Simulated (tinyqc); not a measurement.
Comparisons within one model: carrier statistics of a doped semiconductor with parabolic bands. A value that a table varies takes the place of the one given here.

Eg(T) = Eg0 - al T^2/(T + be); m_de = Mv^(2/3) (ml mt^2)^(1/3); m_dh = (mhh^(3/2) + mlh^(3/2))^(2/3); Nc and Nv from N = 2 (m kB T/(4 pi c))^(3/2) with c = hbar^2/2m0, in 1/angstrom^3; times 1e24 for 1/cm^3.

Energies are counted from Ev, so Ec = Eg. n = Nc F_1/2((EF - Eg)/kT), p = Nv F_1/2(-EF/kT), ND+ = ND/(1 + 2 exp((EF - Eg + ED)/kT)), NA- = NA/(1 + 4 exp((EA - EF)/kT)); neutrality asks p + ND+ = n + NA-. F_j(eta) = (1/Gamma(j + 1)) integral_0^infinity x^j dx/(1 + exp(x - eta)), which tends to exp(eta) for eta << 0.

Constants: hbar^2/2m0 = 3.80998211 eV angstrom^2; kB = 8.617333262e-05 eV/K.

Inputs chosen for the exercise (near those of Si; not measured data): Eg0 = 1.172 eV (gap at 0 K); al = 0.000469 eV/K (Varshni alpha); be = 641 K (Varshni beta); ml = 0.919 m0 (longitudinal electron mass); mt = 0.188 m0 (transverse electron mass); Mv = 6 (equivalent valleys); mhh = 0.538 m0 (heavy-hole mass); mlh = 0.153 m0 (light-hole mass); ND = 7.7e+16 1/cm^3 (donors); NA = 5.2e+17 1/cm^3 (acceptors); ED = 0.0451 eV (donor level below Ec); EA = 0.0453 eV (acceptor level above Ev); T = 400 K.

## Temperature

Neutrality solved at each temperature; ni = sqrt(Nc Nv) exp(-Eg/2kT).

Carriers (1/cm^3):

| T (K) | EF (eV) | n | p | majority / \|ND - NA\| | ni | Eg (eV) |
|---|---|---|---|---|---|---|
| 30 | 0.0444 | <1e-99 | 1.27e+10 | 2.87e-08 | 2.26e-81 | 1.1714 |
| 50 | 0.0437 | 5.17e-96 | 3.03e+13 | 6.84e-05 | 1.25e-41 | 1.1703 |
| 77 | 0.0431 | 8.19e-56 | 2.23e+15 | 0.00504 | 1.35e-20 | 1.1681 |
| 120 | 0.0461 | 8.37e-29 | 3.34e+16 | 0.0753 | 1.67e-06 | 1.1631 |
| 200 | 0.0644 | 6.62e-09 | 1.47e+17 | 0.332 | 3.13e+04 | 1.1497 |
| 300 | 0.0973 | 136 | 2.62e+17 | 0.591 | 5.99e+09 | 1.1271 |
| 450 | 0.1584 | 2.09e+09 | 3.50e+17 | 0.791 | 2.72e+13 | 1.0849 |
| 600 | 0.2282 | 1.26e+13 | 3.89e+17 | 0.878 | 2.22e+15 | 1.0359 |
| 800 | 0.3284 | 1.18e+16 | 4.23e+17 | 0.954 | 7.06e+16 | 0.9637 |
| 1000 | 0.3782 | 4.54e+17 | 8.58e+17 | 1.94 | 6.26e+17 | 0.8862 |

Ionisation is incomplete: the majority density is below 90 % of the net doping at 30, 50, 77, 120, 200, 300, 450 and 600 K, down to a share of 2.9e-08. It is within 10 % of the net doping at 800 K. At 1000 K thermal pairs lift it more than 10 % above the net doping; ni has reached 6.26e+17 1/cm^3 at 1000 K against a net doping of 4.43e+17. EF goes from 0.044 eV to 0.378 eV, where midgap is 0.443 eV and the intrinsic level (Boltzmann) 0.406 eV.

## Doping level

Only acceptors are present (ND = 0); eta is the distance of EF beyond the valence edge in units of kT.

Neutral state:

| NA (1/cm^3) | EF (eV) | majority (1/cm^3) | ionised share | eta |
|---|---|---|---|---|
| 1.0e+14 | 0.4162 | 1.00e+14 | 1.000 | -12.07 |
| 1.0e+15 | 0.3369 | 9.99e+14 | 0.999 | -9.77 |
| 1.0e+16 | 0.2578 | 9.92e+15 | 0.992 | -7.48 |
| 1.0e+17 | 0.1807 | 9.27e+16 | 0.927 | -5.24 |
| 1.0e+18 | 0.1135 | 6.44e+17 | 0.644 | -3.29 |
| 3.0e+18 | 0.0870 | 1.37e+18 | 0.456 | -2.52 |
| 1.0e+19 | 0.0610 | 2.83e+18 | 0.283 | -1.77 |
| 3.0e+19 | 0.0388 | 5.14e+18 | 0.171 | -1.12 |

The impurity level lies at 0.0453 eV. The ionised share falls from 1.000 to 0.171 as EF passes through it between 1e+19 and 3e+19 1/cm^3 (share 1/5 there); it is below one half from 3e+18 1/cm^3 on. Over the last two rows the doping grows threefold and the majority density by a factor 1.82. EF comes within 3 kT of the majority band edge from 3e+18 1/cm^3 on. Above roughly 9e+18 1/cm^3 (N^(1/3) a = 0.26, with the radius a = sqrt(c/(m E)) from the ionisation energy E and the mass mhh) the levels merge with the band and real ionisation is complete; sharp levels then overstate freeze-out.

## What each input does

Neutrality solved anew for each case. Each row changes one parameter from the base and keeps the others.

Results:

| case | EF (eV) | n (1/cm^3) | p (1/cm^3) |
|---|---|---|---|
| base | 0.1369 | 3.07e+07 | 3.29e+17 |
| T = 440 K | 0.1540 | 9.66e+08 | 3.47e+17 |
| ND = 1.54e+17 1/cm^3 | 0.1438 | 3.76e+07 | 2.69e+17 |
| NA = 2.6e+17 1/cm^3 | 0.1634 | 6.62e+07 | 1.53e+17 |
| Eg0 = 1.222 eV | 0.1369 | 7.20e+06 | 3.29e+17 |
| mt = 0.2256 m0 | 0.1369 | 3.68e+07 | 3.29e+17 |
| mhh = 0.6456 m0 | 0.1436 | 3.73e+07 | 3.45e+17 |
| EA = 0.0679 eV | 0.1425 | 3.62e+07 | 2.79e+17 |

The largest shifts from the base row, up to three for each result and ties (the steps differ in size, so this ranks the rows, not the parameters). EF (eV): NA +0.0265, T +0.0171, ND +0.0070; unchanged at the printed digits by Eg0 and mt. n (1/cm^3): T +9.35e+08, NA +3.55e+07, Eg0 -2.35e+07. p (1/cm^3): NA -1.76e+17, ND -6.00e+16, EA -4.96e+16; unchanged at the printed digits by Eg0 and mt.

Run: tinyqc, `OMP_NUM_THREADS=1 python tinyqc.py 1652151 1652152 out.jsonl`; Intel(R) Xeon(R) Processor @ 2.30GHz, one thread, shared host; about 0.01 s of CPU time with all checks.
